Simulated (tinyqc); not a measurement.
## Diffused layer (Gaussian), carriers, mobility and sheet resistance with incomplete ionisation: effect of the temperature

A p-type layer from the surface x = 0 to the junction xj, N(x) = N0 exp(-(x/Ld)^2). Local neutrality (no depletion at surface or junction, no spilling of carriers), intrinsic carriers neglected, Boltzmann statistics.

NB is given at 350 K and scales as (T/350 K)^1.5. xj = Ld sqrt(ln(N0/Nb)). Active dopant A = min(N, Ns); p solves p (p + Nb)/(A - Nb - p) = K, K = (NB/gd) exp(-E/Vt), E = max(Ei - ks A^(1/3), 0), so p = 2 K (A - Nb)/[Nb + K + sqrt((Nb + K)^2 + 4 K (A - Nb))]; mobility mu = m1 + (m2 (T/300 K)^(-bt) - m1)/(1 + ((A + Nb)/Nr)^am). Dose = integral of N, carrier sheet density = integral of p, 1/Rs = q integral of p mu, mean mobility 1/(q Rs sheet density), Hall mobility (unit Hall factor) = integral of p mu^2 over integral of p mu, Hall sheet density = (integral of p mu)^2/integral of p mu^2; all from 0 to xj. Integrals on 4000 steps.

Parameters, values chosen for the exercise; values close to those of boron in silicon over an n-type background:
- Nb = 4e15 cm^-3 (background doping of the opposite type)
- N0 = 1.3e17 cm^-3 (peak chemical concentration)
- m1 = 45.6 cm^2/(V s) (mobility limit at high doping)
- m2 = 466 cm^2/(V s) (mobility limit at low doping, at 300 K)
- Nr = 2.2e17 cm^-3 (reference doping of the mobility law)
- am = 0.696 (exponent of the mobility law)
- bt = 2.2 (temperature exponent of m2)
- Ns = 1.93e20 cm^-3 (solubility limit of active dopant)
- NB = 3.4e19 cm^-3 (valence-band density of states at the reference temperature)
- Ei = 0.0463 eV (ionisation energy in the dilute limit)
- gd = 4 (degeneracy factor of the level)
- ks = 6.7e-9 eV cm (lowering of Ei per N^(1/3))
- Ld = 65 nm (diffusion length 2 sqrt(D t))

Constants: q = 1.602176634e-19 C, kB = 1.380649e-23 J/K, Vt = kB T/q. Results are converted to the units shown.

The same in every row: xj (nm) = 121.3; dose (cm^-2) = 7.426e11.

Result of one run:

| T (K) | carriers (cm^-2) | Rs (ohm/square) | mean mobility (cm^2/(V s)) | Rs xj (ohm nm) | Hall/true sheet density |
|---|---|---|---|---|---|
| 400 | 6.734e11 | 5.264e4 | 176.1 | 6.384e6 | 0.9938 |

What becomes of these results when the temperature T is changed from 400 to 450 K, all else the same?

Result of the changed run:

| T (K) | carriers (cm^-2) | Rs (ohm/square) | mean mobility (cm^2/(V s)) | Rs xj (ohm nm) | Hall/true sheet density |
|---|---|---|---|---|---|
| 450 | 6.787e11 | 6.590e4 | 139.5 | 7.992e6 | 0.9949 |

The whole series:

| T (K) | carriers (cm^-2) | Rs (ohm/square) | mean mobility (cm^2/(V s)) | Rs xj (ohm nm) | Hall/true sheet density |
|---|---|---|---|---|---|
| 150 | 4.212e11 | 1.046e4 | 1417 | 1.268e6 | 0.9881 |
| 200 | 5.572e11 | 1.483e4 | 755.2 | 1.799e6 | 0.9895 |
| 250 | 6.197e11 | 2.156e4 | 467.1 | 2.615e6 | 0.9906 |
| 300 | 6.493e11 | 3.026e4 | 317.7 | 3.670e6 | 0.9916 |
| 350 | 6.647e11 | 4.069e4 | 230.8 | 4.935e6 | 0.9927 |
| 400 | 6.734e11 | 5.264e4 | 176.1 | 6.384e6 | 0.9938 |
| 450 | 6.787e11 | 6.590e4 | 139.5 | 7.992e6 | 0.9949 |
| 500 | 6.822e11 | 8.025e4 | 114.0 | 9.733e6 | 0.9959 |

As T goes from 150 to 500, xj stays at 121 nm, Rs rises from 10500 to 80300 ohm/square, the mean mobility falls from 1420 to 114 cm^2/(V s) and the share of the dose that conducts rises from 56.7 to 91.9 %.

Numbers from tinyqc (`OMP_NUM_THREADS=1 python tinyqc.py 2110157 2110158 out.jsonl`; about 0.02 s on one thread of a shared Intel Xeon 2.30GHz).
